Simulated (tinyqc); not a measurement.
From results back to parameters: four-band model of biased bilayer graphene near K. Three cases, with inputs chosen for the exercise.

Problem. With g1 the hopping between the dimer sites, v0 the velocity of one layer (hbar v) and no skew hoppings, the direct gap at K is U and the smallest gap is U g1/sqrt(U^2 + g1^2), on a ring of radius (U/2 v0) sqrt((2 g1^2 + U^2)/(g1^2 + U^2)). The values below come from hidden g1 and v0.

Case 1.

Values chosen (out of a larger set: near those used for Bernal bilayer graphene; not measured data): U = 0.12 eV (potential difference of the layers).

smallest gap = 0.1128544 eV
radius = 0.0142662 1/angstrom

Case 2.

Values chosen (out of a larger set: near those used for Bernal bilayer graphene; not measured data): U = 0.25 eV (potential difference of the layers).

smallest gap = 0.1999279 eV
radius = 0.0236999 1/angstrom

Case 3.

Values chosen (out of a larger set: near those used for Bernal bilayer graphene; not measured data): U = 0.22 eV (potential difference of the layers).

smallest gap = 0.1882823 eV
radius = 0.0235974 1/angstrom

Find: g1; v0.

Solution. 1/gap^2 = 1/U^2 + 1/g1^2 gives g1; the radius then gives v0.

Case 1.

g1 = 0.332 eV
v0 = 5.773 eV angstrom

Case 2.

g1 = 0.333 eV
v0 = 6.753 eV angstrom

Case 3.

g1 = 0.364 eV
v0 = 6.136 eV angstrom

Computed by tinyqc, one run a case: `OMP_NUM_THREADS=1 python tinyqc.py N N+1 out.jsonl` with N = 1480421, 1480451, 1480479; one thread of a shared Intel(R) Xeon(R) Processor @ 2.30GHz, about 0.04 s a run at most.
